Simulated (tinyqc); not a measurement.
Tight binding, honeycomb lattice, step by step. One step of it, computed by the program tinyqc.

Question. Levels at k. Diagonalise the Hermitian matrix.

H(k) at k (eV):
```
                    A                   B
A            0.774135  2.529315+0.163081i
B  2.529315-0.163081i            0.854756
```

Give: eigenvalues; weights |c|^2 of the basis functions.

Answer.

eigenvalues (eV): -1.7204  3.3493

weights |c|^2 of the basis functions:
```
   band 1  band 2
A  0.5080  0.4920
B  0.4920  0.5080
```
